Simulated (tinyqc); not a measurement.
On-chip interconnect, size-dependent resistivity and RC delay: two steps of the calculation.

A rectangular line between two neighbours and two ground planes. Surface and grain-boundary scattering are added to the bulk resistivity as corrections; capacitances are parallel-plate values without fringing; inductance is ignored.

Inputs (values chosen for the exercise); metal values close to those of copper:
- Lw = 47 um (line length)
- Rd = 1000 ohm (driver resistance)
- Cl = 2.3 fF (load capacitance)
- dt = 23 ps (time step)

Question 1. Ladder and Elmore delays. 4 equal pi sections: series Rs = r Lw/4; node capacitances c Lw/4, halved at nodes 0 and 4, with Cl added to node 4; Rd feeds node 0. Elmore delay of node k: the sum, over the resistors on the path to k, of resistance times all capacitance downstream of it.

r = 243.50042 ohm/um
c = 0.15459412 fF/um

Wanted: Rs; C; Elmore delay.

Answer 1.

Rs = 2861.1 ohm

| node | C (fF) | Elmore delay (ps) |
|---|---|---|
| 0 | 0.90824 | 9.5659 |
| 1 | 1.8165 | 34.337 |
| 2 | 1.8165 | 53.910 |
| 3 | 1.8165 | 68.287 |
| 4 | 3.2082 | 77.466 |

The far-end value equals Rd (c Lw + Cl) + r Lw (c Lw/2 + Cl) for any number of pi sections; the line resistance contributes 87.7 % of it.

Question 2. Node voltages after a time step. A 1 V step is applied behind Rd at t = 0. C dv/dt = -G v + b, with G the conductance matrix of the ladder (1/Rs between neighbours, 1/Rd added at node 0) and b = (1 V/Rd, 0, ...). Backward Euler step: (C/dt + G) v(new) = (C/dt) v + b.

Rs = 2861.1300 ohm

| node | C (fF) | v at t = 0 (V) |
|---|---|---|
| 0 | 0.90824045 | 0 |
| 1 | 1.8164809 | 0 |
| 2 | 1.8164809 | 0 |
| 3 | 1.8164809 | 0 |
| 4 | 3.2082405 | 0 |

Give: v at t = 1 dt.

Answer 2.

v at t = 1 dt, node 0 to 4 (V): [0.8556, 0.5393, 0.3447, 0.2281, 0.1630]

Range of the model: The metal width is under the mean free path, where the thick-limit surface term and the simple sum of corrections lose accuracy.

tinyqc, about 0.01 s, one thread, Intel Xeon 2.30GHz (shared host): `OMP_NUM_THREADS=1 python tinyqc.py 2100011 2100012 out.jsonl`
